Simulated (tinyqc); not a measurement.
Inside a calculation: two-dimensional electron gas with Rashba and Dresselhaus coupling. Values are carried at full precision from step to step, so a last printed digit may differ when a step is redone from the rounded ones.

H = c k^2/m + al (ky sx - kx sy) + b1 (kx sx - ky sy) + gam kx ky (kx sy - ky sx), s the Pauli matrices, x = [100], c = hbar^2/2m0, b1 = gam (pi/L)^2 (hard walls). H = c k^2/m + B.s, so E = c k^2/m -/+ |B| and the lower state has its spin along -B.

Constants: hbar^2/2m0 = 3.80998211 eV angstrom^2; hbar = 6.58211957e-16 eV s.

Parameters, chosen for this exercise (of the size met in InAs; shifted at random, so the results belong to these values and not to a real crystal):
- m = 0.0245 m0 (mass)
- al = 0.41 eV angstrom (Rashba constant)
- gam = 24.5 eV angstrom^3 (bulk Dresselhaus constant)
- L = 149 angstrom (width of the (001) well)
- n = 5 1e11/cm^2 (sheet density (one subband filled))
- phi = 160 degrees (angle of k from [100])

## Scales

b1; mean Fermi wave vector k0 = sqrt(2 pi n) (1e11/cm^2 = 1e-5/angstrom^2); E0 = c k0^2/m; b3 = gam k0^2/4; kR = al m/(2c) and ER = al kR/2, the shift and depth of a pure Rashba band.

b1 = 0.01089 eV angstrom
k0 = 0.017725 1/angstrom
E0 = 48.855 meV
b3 = 0.001924 eV angstrom
kR = 0.001318 1/angstrom
ER = 0.2702 meV

The ratio al/(b1 - b3) is 45.72; kR is 7.4 % of k0.

## Spin-orbit field at one point of the Fermi circle

k = k0 (cos phi, sin phi). Form B, the splitting 2|B| and the direction of the lower spin, atan2(-By, -Bx).

Bx, By (meV): 2.3191  6.8040

splitting = 14.3767 meV
direction of the lower spin = -108.8 degrees

## The matrix

H = [[E0, Bx - i By], [Bx + i By, E0]] in meV; diagonalise. Precession period h/(2|B|) = 2 pi hbar/(splitting).

H (meV):
```
                  up            down
up           48.8547  2.3191-6.8040i
down  2.3191+6.8040i         48.8547
```

levels (meV): 41.6664  56.0431

period = 0.288 ps

## The two wave vectors at the energy E0 along this direction

Solve c k^2/m -/+ |B(k)| = E0. The spin turns by (k_outer - k_inner) per length, so a half turn takes pi/(difference).

k (1/angstrom): outer 0.019078, inner 0.016469

difference = 0.002608 1/angstrom
length of a half turn = 120.4 nm

For linear terms alone the difference is (m/c)|B|/k, whatever the energy: every electron along this direction turns alike, the basis of the spin transistor. The cubic term makes it depend on density.

## Checks

- Difference of the Fermi wave vectors without Dresselhaus terms against al m/c: both 0.0026365.

tinyqc: `OMP_NUM_THREADS=1 python tinyqc.py 1481629 1481630 out.jsonl`; about 0.01 s, one thread, shared Intel(R) Xeon(R) Processor @ 2.30GHz.
